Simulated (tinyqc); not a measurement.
# Read current of a NAND string, cells in series solved by shooting: what changes with what

Cells in series, numbered from 0 at the source line (0 V) to the bit line, each followed by a gap resistance Rg. A cell with gate Vg, threshold VT, source Vs and drain Vd passes I = 2 nf K Vt^2 [F(Vs) - F(Vd)]/(1 + th max(Vg - VT, 0)), F(V) = ln^2(1 + exp((Vg - VT - nf V)/(2 nf Vt))). The selected cell has Vg = Vr, the others Vg = Vp.

Values chosen for this exercise; values of the order met in vertical NAND strings:
```
symbol  value    unit                                 meaning
T         300       K                             temperature
K          22  uA/V^2                   gain factor of a cell
nf        2.3                                    slope factor
th       0.07     1/V               mobility reduction factor
Rg         28    kohm     resistance of the gap between cells
Vbl       0.4       V                        bit-line voltage
Vp        6.3       V                            pass voltage
Ve       -1.9       V             threshold of an erased cell
Vh        3.1       V          threshold of the highest state
Vx          2       V          threshold of the selected cell
Is         20      nA                         sensing current
Vr       3.16       V  read voltage on the selected word line
```

Constants: q = 1.602176634e-19 C, kB = 1.380649e-23 J/K, Vt = kB T/q. Results are converted to the units shown.

Each table varies one quantity; the others keep the values above.

## Read current against the number of cells

For a trial current I start at 0 V and, cell by cell, solve for the drain: sqrt(F(Vd)) = sqrt(F(Vs) - I/k), k = 2 nf K Vt^2/(1 + th max(Vg - VT, 0)), Vd = [Vg - VT - 2 nf Vt ln(exp(sqrt F) - 1)]/nf, then add I Rg. The string current is the I for which the last node reaches Vbl. The apparent threshold is the Vr at which I = Is. Background: all other cells erased (VT = Ve) or all in the highest state (VT = Vh); ratio and shift are high over erased and high minus erased. The selected cell is in the middle, cell n/2.

Result of one run:
```
n,"I, others erased (uA)","I, others high (uA)",ratio,"apparent VT, erased (V)","apparent VT, high (V)",background shift (mV)
8,1.112,0.9173,0.8247,1.968,1.970,1.597
```

What becomes of these results when the number of cells n is changed from 8 to 128, all else the same?

Result of the changed run:
```
n,"I, others erased (uA)","I, others high (uA)",ratio,"apparent VT, erased (V)","apparent VT, high (V)",background shift (mV)
128,0.08284,0.06406,0.7733,2.070,2.097,26.57
```

The whole series:
```
n,"I, others erased (uA)","I, others high (uA)",ratio,"apparent VT, erased (V)","apparent VT, high (V)",background shift (mV)
8,1.112,0.9173,0.8247,1.968,1.970,1.597
16,0.6088,0.4864,0.7989,1.975,1.978,3.200
32,0.3193,0.2505,0.7846,1.988,1.995,6.429
64,0.1636,0.1272,0.7771,2.016,2.029,13.04
96,0.1100,0.08520,0.7746,2.043,2.063,19.74
128,0.08284,0.06406,0.7733,2.070,2.097,26.57
192,0.05546,0.04281,0.7720,2.125,2.165,40.63
```

With erased neighbours the current falls from 1.11 to 0.0555 uA, as n^(-0.87) between the first two rows and n^(-0.99) between the last two (-1 once the series resistance rules). The ratio falls from 0.825 to 0.772 and the background shift rises from 1.60 to 40.6 mV.

## Effect of the read voltage on the selected word line

Same model as above.

The string has 32 cells and the selected one is cell 16.

The same in every row: apparent VT, erased (V) = 1.988; apparent VT, high (V) = 1.995; background shift (mV) = 6.429.

Effect of the read voltage on the selected word line:
```
Vr (V),"I, others erased (uA)","I, others high (uA)",ratio
1.7,3.994e-4,3.986e-4,0.9980
2.1,0.04840,0.04400,0.9091
2.5,0.2201,0.1860,0.8451
2.9,0.3091,0.2444,0.7908
3.3,0.3222,0.2523,0.7830
3.7,0.3269,0.2551,0.7803
4.1,0.3294,0.2566,0.7790
4.5,0.3310,0.2575,0.7781
```

What does the comparison show?

As Vr goes from 1.7 to 4.5 V, the current with erased neighbours rises from 3.99e-4 to 0.331 uA, that with high neighbours rises from 3.99e-4 to 0.258 uA and the ratio falls from 0.998 to 0.778. The apparent thresholds do not depend on Vr.

tinyqc, about 0.5 s, one thread, Intel Xeon 2.30GHz (shared host): `OMP_NUM_THREADS=1 python tinyqc.py 2142011 2142012 out.jsonl`
